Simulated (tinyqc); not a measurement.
Inside a calculation: Peierls distortion of a half-filled chain. Values are carried at full precision from step to step, so a last printed digit may differ when a step is redone from the rounded ones.

Atoms move by +/- u, so bonds change by -/+ 2u and hoppings are t +/- 2 al u. Bands E = -/+ sqrt((2 t cos x)^2 + D^2 sin^2 x) with D = 4 al u, x = k a in (0, pi/2); the gap is 2D. Energy per atom at zero temperature: E(u) = -mean_x sqrt(...) + 2 K u^2; exactly, the mean is (4t/pi) E(1 - z^2), z = D/2t, E the complete elliptic integral of the second kind with parameter m. Coupling lambda = 2 al^2/(pi t K).

Constants: kB = 8.617333262e-05 eV/K.

Inputs chosen for the exercise:
```
symbol  value  unit           meaning
t       2.29   eV             hopping of the even chain
al      5.3    eV/angstrom    change of hopping with bond length
K       27.9   eV/angstrom^2  spring constant of a bond
u       0.027  angstrom       trial shift of alternate atoms
N       5                     k points
```

## Energy at a trial distortion

Use the mesh x_j = (j + 1/2) pi/(2N), j = 0 .. N-1, and also the elliptic integral.

D = 0.5724 eV

|E| on the mesh (eV): 4.5245  4.0891  3.2637  2.1409  0.9127

band energy on the mesh = -2.9862 eV
elastic energy = 0.0407 eV
total, exact = -2.9429 eV
exact E(u) - E(0) = -0.0272 eV

This distortion lowers the energy; the mesh errs by -2.60 meV.

## The equilibrium distortion

dE/du = 0 gives 1 = (4 al^2/K) mean(sin^2 x/|E|); solve with the exact mean, and compare with the weak-coupling form D = 8 t exp(-1 - 1/(2 lambda)).

lambda = 0.2799
u0 = 0.0576 angstrom
gap 2D = 2.443 eV
gap, weak coupling = 2.259 eV
E(u0) - E(0) per atom = -48.40 meV

Long and short bonds differ by 4 u0 = 0.2305 angstrom. The weak-coupling gap is 0.925 of the full one. The gain is far smaller than the gap, since only states near the zone edge move.

## Length and phonon scales

Coherence length xi/a = 2t/D with D half the gap; mean-field transition kB Tp = D/1.764 (weak coupling); for the optical mode at the zone edge (omega_R/omega_0)^2 = 2 lambda at weak coupling.

xi/a = 3.75
Tp = 8.04e+03 K
omega_R/omega_0 = 0.748

Tp is a mean-field scale: in a single chain fluctuations forbid the transition, and coupling between chains sets the real one, far lower.

## Checks

- Total energy at u0 on 4000 points against the elliptic integral (eV): both -2.96412.

Computed by tinyqc, a small Python program: `OMP_NUM_THREADS=1 python tinyqc.py 1651893 1651894 out.jsonl` (the numbers bound the seed that draws the inputs); one thread of a shared host (Intel(R) Xeon(R) Processor @ 2.30GHz), about 0.09 s for the whole set of steps.
